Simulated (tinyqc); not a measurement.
Defects against doping: deep level with several charge states.

Energies from Ev. The defect has charge states +1, 0, -1 with weights 1, gm exp((EF - E1)/kT), exp((2 EF - E1 - E2)/kT); the shares are the weights over their sum. Boltzmann carriers: n = Nc exp((EF - Eg)/kT), p = Nv exp(-EF/kT). Neutrality: p - n + Nd + Nt <q> = 0.

Constants: kB = 8.617333262e-05 eV/K.

Values chosen for the exercise (gap and densities of states near those of InP at this temperature; shifted at random, so the results belong to these values and not to a real crystal): Eg = 1.348 eV (gap); Nc = 6.05e+17 1/cm^3 (conduction-band density of states); Nv = 1.15e+19 1/cm^3 (valence-band density of states); T = 300 K; E1 = 0.638 eV (level (+1/0) above Ev); E2 = 1.01 eV (level (0/-1) above Ev); gm = 2 (degeneracy of the middle state, the others 1); Nd = 1.1e+13 1/cm^3 (ionised shallow donors minus acceptors).

Nt takes the listed multiples of |Nd|; the resistivity uses mobilities of 1000 (electrons) and 300 (holes) cm^2/(V s), chosen for the exercise, and e = 1.602176634e-19 C.

Neutral state:

| Nt/\|Nd\| | EF (eV) | n (1/cm^3) | p (1/cm^3) | rho (ohm cm) |
|---|---|---|---|---|
| 0.01 | 1.0656 | 1.09e+13 | 14.4 | 572 |
| 0.10 | 1.0637 | 1.01e+13 | 15.6 | 617 |
| 0.30 | 1.0590 | 8.46e+12 | 18.6 | 738 |
| 0.60 | 1.0514 | 6.30e+12 | 25.0 | 991 |
| 0.90 | 1.0434 | 4.61e+12 | 34.1 | 1.35e+03 |
| 1.10 | 1.0381 | 3.77e+12 | 41.8 | 1.66e+03 |
| 1.50 | 1.0287 | 2.62e+12 | 60.1 | 2.38e+03 |
| 3.00 | 1.0061 | 1.09e+12 | 144 | 5.73e+03 |
| 10.00 | 0.9704 | 2.74e+11 | 574 | 2.28e+04 |

What can be read from this table?

EF goes from 1.066 to 0.970 eV and the resistivity from 572 to 2.28e+04 ohm cm, with a largest value of 2.28e+04. The largest move of EF, -0.036 eV, comes between Nt/|Nd| = 3 and 10; the levels lie at 0.638 and 1.01 eV. A defect can take up to one carrier of either sign, so the doping can be cancelled no earlier than Nt = |Nd|, there only if EF lies well beyond the level that takes the carriers and otherwise at larger Nt (mean charge -0.10 in the last row).

tinyqc: `OMP_NUM_THREADS=1 python tinyqc.py 1680452 1680453 out.jsonl`; about 0.01 s, one thread, shared Intel(R) Xeon(R) Processor @ 2.30GHz.
